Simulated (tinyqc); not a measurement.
Coverage along the feature as the dose grows: atomic layer deposition: Langmuir saturation, growth per cycle and coating of deep features. Computed by tinyqc, a small Python program. Command: `OMP_NUM_THREADS=1 python tinyqc.py 3011690 3011691 out.jsonl ald walk`. One thread of a shared host (Intel(R) Xeon(R) Processor @ 2.30GHz), about 0.02 s of CPU time with the checks.

Precursor A sticks only on free sites, so a long enough pulse saturates; co-reactant B then frees the sites again.

Inputs (values chosen for the exercise, modelled on silicon dioxide from an aminosilane and ozone):
```
quantity                                  value    unit
precursor mass M                            174       u
site density q                              2.6  1/nm^2
sticking probability beta on free sites  0.0022       -
precursor pressure p                         21      Pa
temperature T                               250       C
pulse time t                             0.0089       s
desorption energy E_d                      1.96      eV
aspect ratio a                               99       -
```

Feature: long trench.

Constants: u = 1.6605390666e-27 kg; k_B = 1.380649e-23 J/K; k_B = 8.617333262e-05 eV/K.

Method:
- Wall flux F = p/sqrt(2 pi M k_B T); rate of filling k_a = beta F/q; desorption k_d = 1e13 exp(-E_d/(k_B T)) per second. 1/m^2 = 1e-18/nm^2.
- Temperatures in kelvin are T(C) + 273.15.
- Diffusion-limited filling (Gordon) of a long trench of width w, hydraulic diameter 2w, so that a is replaced by a/2 in the hole formula: t = (q/F)(1 + 19a/8 + 3a^2/8). Reaction-limited filling needs ln(100)/k_a at any depth, k_a = beta F/q. Flow is molecular. The front picture holds when the modulus (a/2) sqrt(beta) is well above 1.
- Depth reached by the given pulse: solve the same formula for a. Exposure = p x diffusion-limited time; 1 langmuir = 1.33322e-4 Pa s.
- Continuum model with steady gas transport: d2n/dz2 = 3 beta (1 - th) n/d_h^2 (d_h the hydraulic diameter, n = 1 at the mouth, no flux at the floor, 60 cells), d th/dt = beta F n (1 - th)/q; no desorption. Times are multiples of the larger of the Gordon time and ln(100)/k_a.

diffusion-limited time = 0.0554551 s

time to 99 % without desorption, ln(100)/k_a = 0.0296771 s

flux F = 183390 1/(nm^2 s)

modulus = 2.32176

Coverage:
```
multiple     t (s)  top cell  quarter depth  half depth  three quarters  floor cell
0.05      0.002773     0.341          0.152       0.061           0.025       0.016
0.10      0.005546     0.566          0.291       0.124           0.054       0.035
0.20      0.011091     0.813          0.524       0.258           0.119       0.080
0.40      0.022182     0.966          0.815       0.524           0.284       0.202
0.60      0.033273     0.994          0.938       0.741           0.481       0.369
0.80      0.044364     0.999          0.982       0.882           0.682       0.571
1.00      0.055455     1.000          0.995       0.957           0.850       0.776
1.30      0.072092     1.000          1.000       0.995           0.976       0.962
```

What follows from these numbers?

At a multiple of 0.2 the coverage is 0.81 at the top and 0.08 at the floor. The coverage falls gradually with depth, without a sharp front. In the last row the floor reaches 0.962. Caution: the modulus is not well above 1 or the Gordon time is under three times ln(100)/k_a, so there is no sharp front: the Gordon time is only a lower bound and the reaction time must be met as well. Caution: for a long trench the a/2 rule ignores the ln(a)/a transmission of a slit, so times at large a are too long.
